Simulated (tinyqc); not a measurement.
Schottky barrier with interface states (Cowley-Sze model), image lowering and contact resistance: one step, computed by the program tinyqc.

An n-type semiconductor under a metal. The barrier lies between the Schottky-Mott limit phi_M - chi and the Bardeen limit E_g - E_n, E_n being the neutrality level of the interface states; the space-charge term of the full Cowley-Sze expression is left out.

Question. Tunnelling scale and contact resistivity. A* = 4 pi e m_e M_c k_B^2/h^3 (a simple valley count); J_s = A* T^2 exp(-phi/k_B T). E_00 = (e hbar/2) sqrt(N/(m_e eps_s eps_0)), E_0 = E_00 coth(E_00/k_B T); scaling form of the contact resistivity rho_c = (k_B/(e A* T)) exp(phi_B/E_0), which is the thermionic result when E_00 << k_B T and keeps only the leading exponential of tunnelling when E_00 >> k_B T; image lowering is left out of it.

Inputs (values chosen for the exercise, with gap, mass and screening modelled on GaN):

| quantity | value | unit |
|---|---|---|
| dielectric constant eps_s | 9.17 | - |
| electron mass m_e | 0.198 | m_0 |
| valleys M_c | 1 | - |
| donor density N | 6.4e+16 | cm^-3 |
| temperature T | 300 | K |

Pinning factor from: interface states.

barrier phi_B = 0.9559856 eV

Constants: k_B = 8.617333262e-05 eV/K; hbar = 1.054571817e-34 J s; m_0 = 9.1093837015e-31 kg; eps_0 = 8.8541878128e-12 F/m; e = 1.602176634e-19 C; k_B = 1.380649e-23 J/K; h = 6.62607015e-34 J s.

Give: E_00; E_00/k_B T; E_0; contact resistivity rho_c.

Answer.

E_00 = 0.0034858 eV

E_00/k_B T = 0.13484

E_0 = 0.026008 eV

contact resistivity rho_c = 1.1092e+08 ohm cm^2

With the usual bounds 0.5 and 5 on E_00/k_B T the regime is thermionic emission; so large a rho_c means a blocking contact.
